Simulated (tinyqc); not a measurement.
Switching kinetics of a ferroelectric film and the memory window of a ferroelectric gate stack: one step, computed by the program tinyqc.

Fields in MV/cm; 1 microcoulomb/cm^2 over eps_0 is 11.29409 MV/cm. In the stack (metal, ferroelectric, interlayer, channel) the channel is taken as a conductor.

Problem. Memory window. Saturated branches: P(E) = P_s tanh[(E -/+ E_c)/(2 delta)], delta = E_c/ln[(1 + P_r/P_s)/(1 - P_r/P_s)]; D = P + eps_0 eps_F E. At threshold the channel charge is negligible, so D = 0 on each branch: (1 - s) P(E) + eps_0 eps_F E = 0, with the screened share s. The rising branch has the root E0 between 0 and E_c; window = 2 E0 t_F; its upper bound is 2 E_c t_F.

Inputs (values chosen for the exercise, for a model hafnia-based film):
```
quantity                                 value               unit
saturation polarisation P_s                 25  microcoulomb/cm^2
ratio P_r/P_s                             0.85                  -
coercive field E_c                        0.68              MV/cm
permittivity of the ferroelectric eps_F     36                  -
thickness t_F                               24                 nm
share s of P screened by trapped charge   0.74                  -
```

delta = 0.2706677 MV/cm

Give: field E0; memory window; bound 2 E_c t_F; fixed-charge estimate 2 (1 - s) P_r t_F/(eps_0 eps_F).

Solution.

field E0 = 0.53467 MV/cm

memory window = 2.5664 V

bound 2 E_c t_F = 3.264 V

fixed-charge estimate 2 (1 - s) P_r t_F/(eps_0 eps_F) = 8.3200 V

Charge and coercive field both limit the window.
